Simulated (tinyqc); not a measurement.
The same scatterer in wider strips: conductance of a narrow metal strip with scatterers (square lattice, Green functions).

A strip of W sites across with hard walls, site energy 0 and hopping -t. Mode n = 1 to W has profile chi_n(j) = sqrt(2/(W + 1)) sin(n j pi/(W + 1)) and energy en = -2t cos(n pi/(W + 1)); E = en - 2t cos(kn a). With z_n = exp(i kn a) (Im k > 0 for closed modes, |z| < 1) each lead gives the self-energy -t z_n in mode n. One column carries the site energies v, here a uniform barrier across the strip, as of a grain boundary. In the mode basis V_nm = sum_j chi_n(j) v_j chi_m(j), G = (E - en + 2 t z_n - V)^-1, and t_nm = 2t sqrt(sin(kn a) sin(km a)) G_nm in size for open modes. T = sum |t_nm|^2, conductance (2e^2/h) T.

Constants: e^2/h = 3.874045865e-05 S.

Values chosen for the exercise (hopping and spacing of the size met in Cu or Al; the lattice is a model; shifted at random, so the results belong to these values and not to a real crystal):
```
symbol  value                      unit      meaning
t       1.26                       eV        hopping
a       2.64                       angstrom  spacing
E       -2                         eV        Fermi energy
v       (2.2, 2.2, 2.2, 2.2, 2.2)  eV        site energies in the scattering column
```

Width (W + 1) a; the strength is the entry of v largest in size. The barrier spans the width. Added resistance (1/T - 1/M)/(2 e^2/h), M the number of open modes.

Against width:
```
W   width (angstrom)   M       T     T/M  added resistance (ohm)
3               10.6   2  0.8925  0.4463                  8007.4
4               13.2   2  1.0684  0.5342                  5626.9
5               15.8   3  1.4383  0.4794                  4671.2
6               18.5   3  1.5941  0.5314                  3794.0
8               23.8   5  2.1994  0.4399                  3286.9
10              29.0   6  2.7898  0.4650                  2475.3
14              39.6   8  3.9104  0.4888                  1687.2
20              55.4  11  5.5412  0.5037                  1155.9
```

How do the results move, and what explains it?

The added resistance is 8007 ohm at W = 3 and 1155.9 at W = 20; from W = 10 to 20 it changes by a factor 0.47, where 1/M gives 0.55 and 1/M^2 gives 0.30. A barrier across the strip keeps T/M near a constant (0.44 to 0.50 for W of 8 and more), so its resistance goes as 1/width on average, with steps as modes open: resistance times width runs from 64.1 to 78.1 kohm angstrom there.

Run: tinyqc, `OMP_NUM_THREADS=1 python tinyqc.py 1481994 1481995 out.jsonl`; Intel(R) Xeon(R) Processor @ 2.30GHz, one thread, shared host; about 0.01 s of CPU time with all checks.
